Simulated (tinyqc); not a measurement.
## Bandgap voltage reference from two bipolar transistors: effect of the offset of the amplifier

Two transistors of area 1 and N carry the same current I. Is(T) = Is (T/T0)^eta exp[(Vg0 q/kB)(1/T0 - 1/T)], VBE1 = Vt ln(I/Is(T)) + I rb, VBE2 = Vt ln(I/(N Is(T))) + I rb/N. The amplifier forces I R1(T) = VBE1 - VBE2 + Vos, with R(T) = R (1 + tc (T - T0)) for both resistors, and the output is Vref = VBE1 + I R2(T). Base currents and the Early effect are neglected.

Vt = kB T/q; I = (Vt ln N + Vos)/(R1(T) - rb (1 - 1/N)). Box coefficient: span of Vref between 233 and 398 K over its average over T and over 165 K. The last column is the R2 that gives zero slope at T0.

Values chosen for this exercise; values of the order met in silicon bipolar transistors: reference temperature T0 = 298 K; band-gap voltage extrapolated to 0 K Vg0 = 1.145 V; temperature exponent of the saturation current eta = 3.7; saturation current of the unit transistor at T0 Is = 8.4e-16 A; area ratio of the second transistor N = 8; resistor across which the difference of VBE falls, at T0 R1 = 8.1 kohm; temperature coefficient of both resistors tc = 0 ppm/K; series resistance of the unit transistor rb = 150 ohm; output resistor at T0 R2 = 89.01 kohm.

Constants: q = 1.602176634e-19 C, kB = 1.380649e-23 J/K. Results are converted to the units shown.

Result of one run:
```
I at T0 (uA)  Vref at T0 (V)  slope at T0 (uV/K)  box coefficient (ppm/K)  R2 for zero slope (kohm)
7.329                  1.241              -104.9                    93.29                     93.68
```

Which offset of the amplifier Vos gave this result: -5, -3, -1 or 5 mV?

Vos = 5 mV.

The whole series:
```
Vos (mV)  I at T0 (uA)  Vref at T0 (V)  slope at T0 (uV/K)  box coefficient (ppm/K)  R2 for zero slope (kohm)
-5               6.074           1.124              -104.8                    102.9                     93.67
-3               6.325           1.148              -105.1                    101.0                     93.69
-1               6.576           1.171              -105.3                    99.13                     93.69
0                6.701           1.183              -105.3                    98.16                     93.69
1                6.827           1.195              -105.3                    97.19                     93.69
3                7.078           1.218              -105.1                    95.24                     93.69
5                7.329           1.241              -104.9                    93.29                     93.68
```

As Vos goes from -5 to 5, Vref rises from 1.124 to 1.241 V and the box coefficient falls from 103 to 93.3 ppm/K. Each mV of offset moves Vref by 11.7 mV, about R2/R1 = 11.0 plus the change of VBE1 with the current.

Program tinyqc, `OMP_NUM_THREADS=1 python tinyqc.py 2062081 2062082 out.jsonl`; Intel Xeon 2.30GHz, shared host, one thread, about 0.02 s.
